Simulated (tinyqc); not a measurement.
# Single-junction solar cell, detailed-balance limit: where the incident power goes

Every photon above the gap Eg makes one pair and none below is absorbed; carriers thermalise at T and move without loss. Jsc = q fs X Phi(Eg, Ts); the dark current is J0 = q ge Phi(Eg, T)/ERE with the Boltzmann factor exp(V/Vt). The efficiency is the electrical power over fs X sigma Ts^4.

Photon flux above E from a black body at temperature T into a hemisphere: Phi(E, T) = A sum_k exp(-k E/th)[E^2 th/k + 2 E th^2/k^2 + 2 th^3/k^3], k = 1, 2, ..., with th = kB T/q in eV and A = 2 pi q^3/(h^3 c^2). J(V) = Jsc - J0 (exp(V/Vt) - 1); Voc = Vt ln(1 + Jsc/J0); at maximum power v = Vmp/Vt solves (1 + v) exp(v) = 1 + Jsc/J0. Pin = fs X sigma Ts^4, sigma = 2 pi^5 kB^4/(15 h^3 c^2). Power above the gap Pg = fs X A q sum_k exp(-k Eg/th)[Eg^3 a + 3 Eg^2 a^2 + 6 Eg a^3 + 6 a^4], a = th/k at Ts. Shares: Pin - Pg; Pg - Jsc Eg/q; Jsc (Eg/q - Voc); Jsc (Voc - Vmp); (Jsc - Jmp) Vmp; Jmp Vmp.

Values chosen for this exercise: cell temperature T = 298 K; temperature of the black-body sun Ts = 5778 K; share of the hemisphere filled by the sun fs = 2.16e-5; concentration X = 100; external radiative efficiency ERE = 0.001; number of faces that emit ge = 1; band gap Eg = 1.65 eV.

Constants: q = 1.602176634e-19 C, kB = 1.380649e-23 J/K, h = 6.62607015e-34 J s, c = 299792458 m/s, Vt = kB T/q. Results are converted to the units shown.

Shares of Pin:
```
	share (%)
below the gap	46.05
thermalisation	17.04
Eg/q to Voc	7.371
Voc to Vmp	2.230
Jsc to Jmp	0.5626
output	26.75
```

What does the table show?

The six shares add up to 100 %. The largest loss is "below the gap" with 46.1 %. The two spectral losses take 63.1 % together, more below the gap than by thermalisation: a smaller gap would shift the balance.

Computed by the program tinyqc: `OMP_NUM_THREADS=1 python tinyqc.py 2820004 2820005 out.jsonl`, one thread of a shared Intel Xeon 2.30GHz, about 0.01 s for the whole run.
